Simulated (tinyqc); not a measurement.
Gate sweep: gated graphene: carriers, quantum capacitance and optical conductivity.

Cones E = +/- hv |k|, four flavours, D(E) = 2|E|/(pi hv^2). n = (2/pi)(kT/hv)^2 F_1(mu/kT), p = (2/pi)(kT/hv)^2 F_1(-mu/kT), in 1/angstrom^2 (1e16 for 1/cm^2); F_1(eta) = integral_0^infinity x dx/(1 + exp(x - eta)). Cq/e^2 = d(n - p)/d mu = (2 kT/(pi hv^2)) ln(2 + 2 cosh(mu/kT)).

Gate: V = mu/e + e (n - p)/Cox with Cox/e^2 = k/(4 pi e2 t), t in angstrom, e2 = e^2/(4 pi eps0); 1/(eV angstrom^2) in C/e^2 equals 1602.176634 microfarad/cm^2; total 1/C = 1/Cox + 1/Cq.

Constants: kB = 8.617333262e-05 eV/K; e^2/(4 pi eps0) = 14.39964547 eV angstrom.

Parameters, chosen for this exercise (Fermi velocity near that of graphene, gate dielectric near HfO2; not measured data): hv = 6.15 eV angstrom (hbar vF); T = 300 K; k = 17.62 (dielectric constant of the gate layer); t = 2 nm (its thickness).

Results:

| V (V) | mu (eV) | n - p (1/cm^2) | n + p (1/cm^2) | Cq (microfarad/cm^2) | C/Cox | Cox V/e (1/cm^2) |
|---|---|---|---|---|---|---|
| 0 | 0.0000 | 0 | 1.85e+11 | 0.966 | 0.110 | 0 |
| 0.0027 | 0.0024 | 1.45e+10 | 1.86e+11 | 0.968 | 0.110 | 1.31e+11 |
| 0.0072 | 0.0064 | 3.88e+10 | 1.88e+11 | 0.977 | 0.111 | 3.51e+11 |
| 0.018 | 0.0160 | 9.86e+10 | 2.07e+11 | 1.03 | 0.117 | 8.76e+11 |
| 0.036 | 0.0317 | 2.08e+11 | 2.70e+11 | 1.21 | 0.135 | 1.75e+12 |
| 0.063 | 0.0546 | 4.09e+11 | 4.36e+11 | 1.63 | 0.173 | 3.07e+12 |
| 0.090 | 0.0764 | 6.64e+11 | 6.76e+11 | 2.13 | 0.214 | 4.38e+12 |
| 0.14 | 0.1139 | 1.27e+12 | 1.28e+12 | 3.09 | 0.284 | 6.82e+12 |
| 0.20 | 0.1548 | 2.20e+12 | 2.20e+12 | 4.18 | 0.349 | 9.74e+12 |

At neutrality n + p = 1.85e+11 1/cm^2 of thermal carriers remain and C/Cox = 0.110; at the last row C/Cox = 0.349 and the plain capacitor rule overstates n - p by 342.4 %. Between the last two rows mu goes as V^0.86; for |mu| well above kT the limits are 1/2 where Cox is small against Cq and 1 where it is large.

Run: tinyqc, `OMP_NUM_THREADS=1 python tinyqc.py 1682793 1682794 out.jsonl`; Intel(R) Xeon(R) Processor @ 2.30GHz, one thread, shared host; about 0.01 s of CPU time with all checks.
